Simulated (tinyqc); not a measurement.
# Changing the width of the heat source w

Model: self-heating of a transistor with one or more fingers, with temperature-dependent conductivity. Computed by tinyqc, a small Python program. Command: `OMP_NUM_THREADS=1 python tinyqc.py 3023621 3023622 out.jsonl selfheat sweep`. One thread of a shared host (Intel(R) Xeon(R) Processor @ 2.30GHz), about 0.09 s of CPU time with the checks.

N long parallel fingers lie on the top face of a slab whose bottom is held at T_0; the top is otherwise insulated, and heat flows in two dimensions. P in W/mm is 1000 P in W/m.

Inputs (values chosen for the exercise, modelled on silicon):
```
quantity                                      value        unit
conductivity at the base temperature kappa_0    137     W/(m K)
power per gate width P                         0.58        W/mm
fingers N                                         5           -
finger pitch s                                   26  micrometre
substrate thickness t                           130  micrometre
phonon free path Lambda                         160          nm
```

Power: power rises with temperature.

Method:
- A line source of power P on the top face raises the top at distance x by (P/(pi kappa_0)) g(x), g(x) = -ln tanh(pi x/(4 t)) (the image sum for the slab). On a strip of width w the centre sees the mean of g over the strip, g_0 = 1 + ln(8 t/(pi w)) for w much below t.
- theta_i = (P/(pi kappa_0)) [g_0 + sum over j != i of g(|i - j| s)], with equal powers and constant conductivity; thermal resistance = largest theta/P.
- Near a source smaller than the free path, Fourier's law overstates the flow. Rough estimate: a strip that emits phonons into a half space adds a resistance times area of 4 Lambda/(3 kappa_0), from the ballistic flux C v Delta T/4 with kappa_0 = C v Lambda/3, so Delta T_b = 4 Lambda P/(3 kappa_0 w); Knudsen number Lambda/w.

One run for each value; columns: (1) width of the heat source w (micrometre); (2) thermal resistance (K mm/W); (3) ballistic rise Delta T_b (K); (4) Delta T_b / largest theta; (5) Knudsen number:
```
(1)     (2)    (3)    (4)    (5)
0.03  38.12  30.11  1.362  5.333
0.06  36.51  15.05  0.711  2.667
0.12  34.90   7.53  0.372  1.333
0.24  33.29   3.76  0.195  0.667
0.49  31.63   1.84  0.100  0.327
0.99  30.00   0.91  0.052  0.162
2.00  28.36   0.45  0.027  0.080
4.00  26.75   0.23  0.015  0.040
```

Over the rows, thermal resistance (K mm/W) falls from 38.1 to 26.8 (exponent d ln y / d ln x -0.062 between the first rows and -0.084 between the last); ballistic rise Delta T_b (K) falls from 30.1 to 0.226 (exponent d ln y / d ln x about -1.0 throughout); Delta T_b / largest theta falls from 1.36 to 0.0146 (exponent d ln y / d ln x about -0.93 throughout). The exponent of ballistic rise Delta T_b stays at -1: the ballistic term goes as the flux P/w. The Fourier resistance grows only as ln(1/w), the ballistic term as 1/w, so the latter gains weight for narrow sources; it passes a tenth of the Fourier rise between w = 0.49 and 0.99 micrometre.

Caution (rows 0.0300, 0.0600, 0.120, 0.240): the source is narrower than two phonon free paths, so the Fourier result understates the rise at the source.

Extremes, crossings and ranges named in words are read from the listed rows.
